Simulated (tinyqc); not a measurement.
A particle near a wafer in liquid: double-layer and van der Waals forces (DLVO), deposition barrier and removal: one step, computed by the program tinyqc. Command: `OMP_NUM_THREADS=1 python tinyqc.py 3114386 3114387 out.jsonl dlvo walk`. One thread of a shared host (Intel(R) Xeon(R) Processor @ 2.30GHz), about 0.01 s of CPU time with the checks.

Sphere and flat wall, Derjaguin approximation, constant potentials in the linear-superposition form, no retardation and no hydration force.

Task: Removing an attached particle. Adhesion F_a = A R/(6 h0^2) [1 + a^2/(R h0)] - kappa Z R exp(-kappa h0), a the contact radius. Drag in a shear flow F_d = 1.7 x 6 pi mu R^2 G, acting at 1.4 R; rolling starts when 1.4 R F_d = a F_a. Wall shear stress = mu G.

Inputs (values chosen for the exercise, of the order of those for silica on silica in water):

| quantity | value | unit |
|---|---|---|
| particle radius R | 80 | nm |
| Hamaker constant A | 5.3e-21 | J |
| temperature T | 298 | K |
| contact distance h0 | 0.4 | nm |
| contact radius over R | 0.15 | - |
| viscosity | 0.57 | mPa s |

kappa = 0.08323551 1/nm

Z = 11.81974 pN

Give: van der Waals adhesion; net adhesion F_a; wall shear stress for rolling; shear rate G.

Result:

van der Waals adhesion = 2429 pN

net adhesion F_a = 2353 pN

wall shear stress for rolling = 1229 Pa

shear rate G = 2.157e+06 1/s
